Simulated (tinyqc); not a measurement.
# From apparent film conductivity back to interface resistance R_i

Model: the 3-omega method: a line heater on a substrate with a thin film. Computed by tinyqc, a small Python program. Command: `OMP_NUM_THREADS=1 python tinyqc.py 3001037 3001038 out.jsonl threeomega inv`. One thread of a shared host (Intel(R) Xeon(R) Processor @ 2.30GHz), about 0.03 s of CPU time with the checks.

A current at angular frequency omega = 2 pi f heats the line at 2 omega with the amplitude P per length; the temperature swing Delta T at 2 omega gives a voltage at 3 omega. The substrate is taken as semi-infinite and isotropic, and the heat capacity of heater and film is left out.

Inputs (values chosen for the exercise, modelled on silicon nitride on gallium oxide): substrate conductivity kappa = 23.1 W/(m K); substrate heat capacity C = 3.22 1e6 J/(m^3 K); heater half-width b = 4.1 micrometre; power amplitude per length P = 8.5 W/m; current frequency f = 210 Hz; film thickness t = 620 nm; film conductivity kappa_f = 2.4 W/(m K); substrate thickness d_s = 500 micrometre; temperature coefficient of resistance beta = 2.6 1e-3/K; voltage amplitude V_1 = 2.2 V.

Method:
- D = kappa/C; q = sqrt(2 i omega/D); penetration depth 1/|q| = sqrt(D/(2 omega)).
- Delta T_s = (P/(pi kappa)) int_0^infinity (sin x/x)^2 / sqrt(x^2 + (q b)^2) dx with (q b)^2 = i |q b|^2, averaged over the heater width (12 Gauss-Legendre points on each of the pieces 0, 14 log-spaced edges from 1e-5 to 1, and multiples of pi to 40 pi; the tail adds 1/(4 (40 pi)^2)).
- For |q| b much below 1: Delta T_s = (P/(pi kappa)) [-ln(|q| b) + eta - i pi/4], eta = 3/2 - C_E = 0.92278, with Euler's C_E = 0.5772157.
- One-dimensional flow across the film: Delta T_f = P (t/kappa_f + R_i)/(2 b); total in-phase swing Delta T = Delta T_s + Delta T_f; third-harmonic amplitude V_3 = V_1 beta |Delta T|/2 with the out-of-phase part included; the apparent film conductivity is t/(t/kappa_f + R_i).

Question. A run gave the result below. Find the interface resistance R_i, known to lie between 3.5 and 7.1 m^2 K/GW.

apparent film conductivity = 2.349764 W/(m K)

Answer.

Each step takes the trial c = (a f_b - b f_a)/(f_b - f_a), f being the result less the target and a, b, c the logarithms of the listed values; c replaces end b, the old b replaces a if the sign of f changed, and otherwise f_a is halved.

Scan of the range:
```
interface resistance R_i (m^2 K/GW)  apparent film conductivity (W/(m K))
3.50                                                              2.36792
3.94                                                              2.36395
4.43                                                              2.35954
4.98                                                              2.35461
5.61                                                              2.34899
6.31                                                              2.34278
7.10                                                              2.33580
```

False position (Illinois rule, in the logarithm of the input) inside the bracket:
```
step    end a    end b    trial  apparent film conductivity (W/(m K))
1     4.98000  5.61000  5.51861                               2.34980
2     5.61000  5.51861  5.52292                               2.34976
3     5.61000  5.52292  5.52298                               2.34976
4     5.52292  5.52298  5.52295                               2.34976
```

Apparent film conductivity falls at every point of a 13-point scan of the range (every second point is shown), so one value fits; it is bracketed by 4.98 and 5.61. Answer: interface resistance R_i = 5.523 m^2 K/GW.
